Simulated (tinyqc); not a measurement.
What moves the results: nanosheet or nanowire with hard walls, valleys of the Si type. A value that a table varies takes the place of the one given here.

Six ellipsoidal valleys along the cube axes: inverse mass tensor w = 1/mt + (1/ml - 1/mt) a a^T with a the unit axis. Device axes: x along the channel, z = [001], y = z x x.

Hard walls around a W x H rectangle. The block w_c of w in (y, z) confines; the transport mass follows from 1/m_x = w_xx - w_xc w_c^-1 w_cx. The cross-section problem c (w_yy ky^2 + 2 w_yz ky kz + w_zz kz^2), c = hbar^2/2m0, is solved in products sin(n pi y/W) sin(l pi z/H), n, l = 1 to 12; if w_yz = 0 the levels are c pi^2 (w_yy n^2/W^2 + w_zz l^2/H^2). The w_yz term couples (n, l) to (n', l') by -2 c w_yz D_nn'(W) D_ll'(H) with D_nm(L) = 4 n m/(L (n^2 - m^2)) for n + m odd and 0 otherwise.

Without degeneracy the line density is N1 exp((EF - Ec)/kB T) with N1 = sum 2 g sqrt(m_x kB T/(4 pi c)) exp(-E/kB T), here over n, l up to 80 where w_yz = 0 and over all levels of a 12 x 12 sine basis otherwise; the classical value is W H Nc with Nc = 2 g_all (m_dos kB T/(4 pi c))^(3/2), m_dos = (ml mt^2)^(1/3); dVt = kB T ln(W H Nc/N1).

Constants: hbar^2/2m0 = 3.80998211 eV angstrom^2; kB = 8.617333262e-05 eV/K.

Inputs chosen for the exercise (near those of Si; the results hold for these values, not for the real material):
- ml = 0.918 m0 (longitudinal mass)
- mt = 0.193 m0 (transverse mass)
- T = 300 K (temperature)
- g_all = 6 (number of valleys)
- channel = 110 (transport direction x on a (001) wafer)
- H = 48 angstrom (height, along z = [001])
- Ws = (30, 40, 60, 90, 140, 220, 350) angstrom (widths)
- W = 120 angstrom (width, along y)

## From wire to sheet

Valleys:

| group | valleys g | w_yy | w_zz | \|w_yz\| | m_x (m0) |
|---|---|---|---|---|---|
| A | 2 | 5.18135 | 1.08932 | 0.00000 | 0.19300 |
| B | 4 | 3.13534 | 5.18135 | 0.00000 | 0.55550 |

Lowest level of each group (groups ordered by w_zz, then w_yy) and dVt against the width.

Results:

| W (angstrom) | A1 (eV) | B1 (eV) | dVt (mV) |
|---|---|---|---|
| 30 | 0.2343 | 0.2156 | 179.6 |
| 40 | 0.1396 | 0.1582 | 120.1 |
| 60 | 0.0719 | 0.1173 | 75.1 |
| 90 | 0.0418 | 0.0991 | 56.9 |
| 140 | 0.0277 | 0.0906 | 48.5 |
| 220 | 0.0218 | 0.0870 | 44.2 |
| 350 | 0.0194 | 0.0855 | 41.8 |

dVt falls from 180 to 42 mV. The lowest group changes from B to A between W = 30 and 40 angstrom (H = 48). At the widest W the lowest level is 0.0194 eV; the film limit c pi^2 w_zz/H^2 of that group is 0.0178 eV.

## Channel direction

The same rectangle along [100] and [110]; groups ordered by w_zz, then w_yy.

Lowest level of each group:

| channel, group | valleys g | w_yy | w_zz | \|w_yz\| | m_x (m0) | E (eV) |
|---|---|---|---|---|---|---|
| [100] A | 2 | 5.181 | 1.089 | 0.000 | 0.193 | 0.0313 |
| [100] B | 2 | 1.089 | 5.181 | 0.000 | 0.193 | 0.0874 |
| [100] C | 2 | 5.181 | 5.181 | 0.000 | 0.918 | 0.0981 |
| [110] A | 2 | 5.181 | 1.089 | 0.000 | 0.193 | 0.0313 |
| [110] B | 4 | 3.135 | 5.181 | 0.000 | 0.555 | 0.0928 |

The lowest subband has m_x = 0.193 m0 and 2 valleys along [100], and 0.193 m0 and 2 valleys along [110]; its edge lies at 0.0313 and 0.0313 eV. These valleys have their axis along z, so turning the channel in the wafer plane leaves them alone; only the higher groups change.

## What each parameter does

E1 and E2 are the two lowest subband edges over all groups. Each row changes one parameter from the base and keeps the others.

Results:

| case | E1 (eV) | E2 - E1 (meV) | m_x of lowest (m0) | dVt (mV) |
|---|---|---|---|---|
| base | 0.0313 | 40.6 | 0.193 | 50.8 |
| W = 135 angstrom | 0.0285 | 32.1 | 0.193 | 49.0 |
| H = 42 angstrom | 0.0368 | 40.6 | 0.193 | 57.9 |
| T = 350 K | 0.0313 | 40.6 | 0.193 | 53.2 |
| ml = 1.01 m0 | 0.0297 | 40.6 | 0.193 | 50.0 |
| mt = 0.174 m0 | 0.0328 | 45.0 | 0.174 | 53.4 |

The largest shifts from the base row, up to three for each result and ties (the steps differ in size, so this ranks the rows, not the parameters). E1 (eV): H +0.0054, W -0.0028, ml -0.0016; unchanged at the printed digits by T. E2 - E1 (meV): W -8.5, mt +4.4; unchanged at the printed digits by H, T and ml. m_x of lowest (m0): mt -0.019; unchanged at the printed digits by W, H, T and ml. dVt (mV): H +7.1, mt +2.6, T +2.4.

Program tinyqc; command `OMP_NUM_THREADS=1 python tinyqc.py 1252321 1252322 out.jsonl`; about 0.02 s on one thread of a shared Intel(R) Xeon(R) Processor @ 2.30GHz.
